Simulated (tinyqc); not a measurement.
Capacitance measurement on a leaky thin oxide: effects of series resistance and leakage: one step of the calculation.

The device is a capacitance C in parallel with a leakage conductance G, in series with Rs and Ls. An impedance meter reports either a parallel pair (Cp, Gp) from Y = 1/Z = Gp + i w Cp or a series pair (Cs, Rm) from Z = Rm + 1/(i w Cs); w = 2 pi f, dissipation D = Gp/(w |Cp|).

Task. True capacitance and conductance. EOT = 3.9 tox/eox; CET = EOT + zc + zp; C = 3.9 eps0 A/CET; G = Jg A/Vs.

Inputs (values chosen for the exercise); values of the order met in thin-oxide MOS capacitors: relative permittivity of the gate insulator (close to silicon dioxide) eox = 3.9; insulator thickness tox = 1.9 nm; gate area A = 400 um^2; oxide-equivalent thickness added by the accumulation layer zc = 0.41 nm; oxide-equivalent thickness added by gate depletion zp = 0 nm; gate leakage current density, not matched to the thickness Jg = 9.1 A/cm^2; voltage for an e-fold rise of the leakage Vs = 0.35 V.

Constants: eps0 = 8.8541878128e-14 F/cm where lengths are in cm. Results are converted to the units shown.

Find: EOT; CET; C; G.

Result.

EOT = 1.900 nm
CET = 2.310 nm
C = 5.979 pF
G = 104.0 uS

Program tinyqc, `OMP_NUM_THREADS=1 python tinyqc.py 2022165 2022166 out.jsonl`; Intel Xeon 2.30GHz, shared host, one thread, about 0.01 s.
